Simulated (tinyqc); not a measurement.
Sub-threshold conduction and electro-thermal threshold of an amorphous chalcogenide: one step of the calculation.

Trap-limited conduction: I = I0 exp(-Ea/kB T) sinh(q V dz/(2 ua kB T)), I0 = 2 q A Nt dz/ta. One lumped temperature T = T0 + Rt I V. The threshold is the largest V for which a steady state exists on the low-current branch.

Task. Isothermal quantities. I0, the low-field resistance 2 ua kB T0 exp(Ea/kB T0)/(q dz I0), the slope voltage V0 = 2 ua kB T0/(q dz), and I at V without heating.

Values chosen for this exercise; values of the order of Ge-Sb-Te and related chalcogenides:
```
symbol   value   unit                             meaning
T0         358      K                 ambient temperature
A         1700   nm^2                       cross-section
ua          31     nm                 amorphous thickness
dz         8.6     nm              distance between traps
Ea        0.32     eV                   activation energy
Nt      3.9e19  cm^-3                        trap density
ta       2e-14      s                        attempt time
V        0.566      V  voltage across the amorphous layer
```

Constants: q = 1.602176634e-19 C, kB = 1.380649e-23 J/K. Results are converted to the units shown.

Find: I0; low-field resistance; V0; I without heating.

Result.

I0 = 9.1353 mA
low-field resistance = 0.77850 Mohm
V0 = 0.22241 V
I without heating = 1.8089 uA

Range of the model: Purely electronic switching mechanisms, filaments and series resistance are left out.

Numbers from tinyqc (`OMP_NUM_THREADS=1 python tinyqc.py 2490042 2490043 out.jsonl`; about 0.01 s on one thread of a shared Intel Xeon 2.30GHz).
